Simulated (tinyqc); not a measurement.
## Short-channel transistor, virtual-source model with series resistance: effect of the temperature on the on and off currents

The current per gate width is the charge at the top of the source barrier (the virtual source) times its velocity times a saturation function; al and be are fitting constants of the model. Units: I in uA/um, Rs in ohm um, so I Rs = 1e-6 I Rs in volts; Q in uC/cm^2, so I = 1e-4 Q vx0 Fsat with vx0 in cm/s.

Intrinsic voltages Vg' = Vgs - I Rs, Vd' = Vds - 2 I Rs. n = n0 + nd Vd', VT = VT0 - dl Vd', Ff = 1/(1 + exp((Vg' - VT + al Vt/2)/(al Vt))), Q = Cinv n Vt ln(1 + exp((Vg' - VT + al Vt Ff)/(n Vt))), Vdsat = (vx0 L/mu)(1 - Ff) + Vt Ff, Fsat = u/(1 + u^be)^(1/be) with u = Vd'/Vdsat, and I = Q vx0 Fsat per width. I is solved self-consistently. Ion is I at Vgs = Vds = 0.5 V, Ioff at Vgs = 0, Vds = 0.5 V, and Rlin = Vds/I at Vgs = 0.5 V, Vds = 0.05 V. mu, vx0, VT0, dl and n0 are held fixed.

Inputs (values chosen for the exercise):
- Cinv = 1.78 uF/cm^2 (inversion capacitance)
- vx0 = 7.09e6 cm/s (velocity at the virtual source)
- mu = 140 cm^2/(V s) (apparent mobility)
- L = 65 nm (channel length)
- VT0 = 0.287 V (threshold at zero drain voltage)
- dl = 0.048 V/V (drain-induced barrier lowering)
- n0 = 1.28 (subthreshold factor)
- nd = 0.2 1/V (growth of n with drain voltage)
- al = 3.5 (threshold shift (in units of Vt) from weak to strong inversion)
- be = 2 (sharpness of saturation)
- Rs = 50 ohm um (series resistance of each contact)

Constants: q = 1.602176634e-19 C, kB = 1.380649e-23 J/K, Vt = kB T/q. Results are converted to the units shown.

Results:

| T (K) | Ion (uA/um) | Ioff (nA/um) | log10(Ion/Ioff) | Rlin (ohm um) |
|---|---|---|---|---|
| 200 | 234.69 | 5.6645 | 4.6173 | 1308.9 |
| 230 | 236.00 | 26.484 | 3.9499 | 1293.3 |
| 260 | 237.67 | 86.442 | 3.4393 | 1275.0 |
| 290 | 239.66 | 219.75 | 3.0377 | 1254.9 |
| 350 | 244.43 | 865.95 | 2.4507 | 1211.9 |
| 380 | 247.14 | 1451.8 | 2.2310 | 1189.9 |
| 410 | 250.03 | 2248.7 | 2.0461 | 1168.1 |

Estimate the missing row, T = 320 K.

Computed row:

| T (K) | Ion (uA/um) | Ioff (nA/um) | log10(Ion/Ioff) | Rlin (ohm um) |
|---|---|---|---|---|
| 320 | 241.92 | 466.45 | 2.7149 | 1233.7 |

With this row back in the table: As T goes from 200 to 410 K, Ion rises from 235 to 250 uA/um, Ioff rises from 5.66 to 2250 nA/um and Rlin falls from 1310 to 1170 ohm um. Ion changes by a factor of 1.07 and Ioff by 397. For T = 380 to 410 K the off current passes 1 uA/um, so the device is hardly off at Vgs = 0.

Numbers from tinyqc (`OMP_NUM_THREADS=1 python tinyqc.py 2380025 2380026 out.jsonl`; about 0.01 s on one thread of a shared Intel Xeon 2.30GHz).
